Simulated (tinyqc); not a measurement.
Sampled drift against the exact one: kinetic Monte Carlo and master equation for a particle on a ring of sites with traps and bias. Computed by tinyqc, a small Python program. Command: `OMP_NUM_THREADS=1 python tinyqc.py 3000542 3000543 out.jsonl kmc walk`. One thread of a shared host (Intel(R) Xeon(R) Processor @ 2.30GHz), about 0.09 s of CPU time with the checks.

6 sites on a ring, numbered 1 to 6. The saddle between i and i+1 lies at E0 + s b_i and site i at s eps_i; a force F tilts the landscape, with the saddle half-way.

Inputs (values chosen for the exercise, for a model defect): reference barrier E0 = 0.68 eV; scale factor s of the disorder = 1; attempt frequency nu = 1.8 THz; temperature T = 650 K; site spacing a = 2 angstrom; force F along the ring = 0.019 eV/angstrom; seed of the random numbers = 649253.

Disorder: random barriers.

site energies eps_i (eV): [0, 0, 0, 0, 0, 0]

saddle shifts b_i between sites i and i+1 (eV): [-0.0096, -0.023, 0.051, -0.082, 0.077, 0.019]

Constants: k_B = 8.617333262e-05 eV/K.

Method:
- Rates: k(i to i+1) = nu exp(-(E0 + s b_i - s eps_i - F a/2)/(k_B T)), k(i to i-1) = nu exp(-(E0 + s b_(i-1) - s eps_i + F a/2)/(k_B T)).
- Share right = k right/(k right + k left); mean stay = 1/(k right + k left).
- Master equation dP/dt = W P, W_(i+1,i) = k right, W_(i-1,i) = k left, columns summing to zero. The steady state is its null vector; drift v = a sum P_i (k right - k left). D = a^2 lambda''(0)/2, where lambda(q) is the leading eigenvalue of W with right hops weighted by exp(q) and left hops by exp(-q).
- The slowest relaxation rate is minus the real part of the next eigenvalue of W. 1 angstrom = 1e-8 cm.
- 400 independent walkers start on sites drawn with weights P_i (k right + k left), the steady shares of hops (random numbers not printed); the estimate is total displacement over total time, with its standard error from the spread between walkers.

occupations P_i: [0.112912, 0.137153, 0.203091, 0.148383, 0.268988, 0.129473]

drift velocity v = 0.0832692 cm/s

Drift from sampling:
```
hops per walker  estimate (cm/s)  standard error (cm/s)  deviation in standard errors
10                      0.079499              0.0065506                       -0.5756
30                      0.081123              0.0039801                       -0.5392
100                     0.083314              0.0019502                        0.0229
300                     0.081359              0.0011588                       -1.6483
1000                    0.083165              0.0006127                       -0.1699
3000                    0.083327              0.0003667                        0.1580
```

The exact drift is 0.08327 cm/s. The standard error falls by a factor 3.18 from 100 to 1000 hops (sqrt10 = 3.16), and in the last row it is 0.44 % of the drift.

Extremes, crossings and ranges named in words are read from the listed rows.
